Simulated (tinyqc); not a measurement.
Overlap of hydrogenic dopants: pairs, impurity band and the Mott density: one step. A pair with one electron. Five cases, with inputs chosen for the exercise.

Problem. Form S, J, Kx, the two levels, t, and the total energy of the lower state with the repulsion, relative to a distant pair (-1).

Ry* = Ry m/eps^2, aB = a0 eps/m. For 1s orbitals a distance rho = R/aB apart, in Ry*: overlap S = exp(-rho)(1 + rho + rho^2/3), J = (2/rho)(1 - (1 + rho) exp(-2 rho)) (attraction to the other ion), Kx = 2 (1 + rho) exp(-rho) (exchange of one electron). One electron on a pair has E = -1 - (J +/- Kx)/(1 +/- S), without the repulsion 2/rho of the ions. Hopping after orthogonalisation: t = (Kx - S J)/(1 - S^2), half the splitting. Dopants on a lattice with z neighbours, n = (3 sqrt3/4)/R^3 (bcc), give a band of width B = 2 z t, as on any lattice of two interpenetrating sublattices. Valleys, central cells and disorder are left out.

Give: S, J, Kx; levels; t; energy of the pair against a distant one (negative: bound).

Case 1.

Values chosen (out of a larger set: an isotropic mass and dielectric constant of the size used for donors in GaAs; not measured data): rho = 3 aB (distance of a pair).

Ry* = 5.57048 meV
aB = 102.57897 angstrom

Solution.

S, J, Kx: [0.34851, 0.66006, 0.39830]

levels (Ry*): even -1.78483, odd -1.40179

t = 0.19152 Ry*
energy of the pair against a distant one (negative: bound) = -0.11817 Ry*

In this host the pair is 30.8 nm long and its splitting 2t is 2.13 meV.

Case 2.

Values chosen (out of a larger set: an isotropic mass and dielectric constant of the size used for donors in GaN; not measured data): rho = 2.3 aB (distance of a pair).

Ry* = 31.93382 meV
aB = 24.24309 angstrom

Solution.

S, J, Kx: [0.50764, 0.84072, 0.66171]

levels (Ry*): even -1.99654, odd -1.36358

t = 0.31648 Ry*
energy of the pair against a distant one (negative: bound) = -0.12698 Ry*

In this host the pair is 5.6 nm long and its splitting 2t is 20.21 meV.

Case 3.

Values chosen (out of a larger set: an isotropic mass and dielectric constant of the size used for donors in GaAs; not measured data): rho = 3.1 aB (distance of a pair).

Ry* = 4.99750 meV
aB = 109.14280 angstrom

Solution.

S, J, Kx: [0.32901, 0.63979, 0.36940]

levels (Ry*): even -1.75936, odd -1.40297

t = 0.17819 Ry*
energy of the pair against a distant one (negative: bound) = -0.11420 Ry*

In this host the pair is 33.8 nm long and its splitting 2t is 1.78 meV.

Case 4.

Values chosen (out of a larger set: an isotropic mass and dielectric constant of the size used for donors in SiC; not measured data): rho = 4.9 aB (distance of a pair).

Ry* = 61.35753 meV
aB = 12.35180 angstrom

Solution.

S, J, Kx: [0.10353, 0.40803, 0.08787]

levels (Ry*): even -1.44937, odd -1.35714

t = 0.04612 Ry*
energy of the pair against a distant one (negative: bound) = -0.04121 Ry*

In this host the pair is 6.1 nm long and its splitting 2t is 5.66 meV.

Case 5.

Values chosen (out of a larger set: an isotropic mass and dielectric constant of the size used for acceptors in Si; not measured data): rho = 5.9 aB (distance of a pair).

Ry* = 35.31291 meV
aB = 16.85012 angstrom

Solution.

S, J, Kx: [0.05069, 0.33897, 0.03780]

levels (Ry*): even -1.35859, odd -1.31724

t = 0.02068 Ry*
energy of the pair against a distant one (negative: bound) = -0.01961 Ry*

In this host the pair is 9.9 nm long and its splitting 2t is 1.46 meV.

Computed by tinyqc, one run a case: `OMP_NUM_THREADS=1 python tinyqc.py N N+1 out.jsonl` with N = 1451059, 1451895, 1451925, 1452030, 1452215; one thread of a shared Intel(R) Xeon(R) Processor @ 2.30GHz, about 0.01 s a run at most.
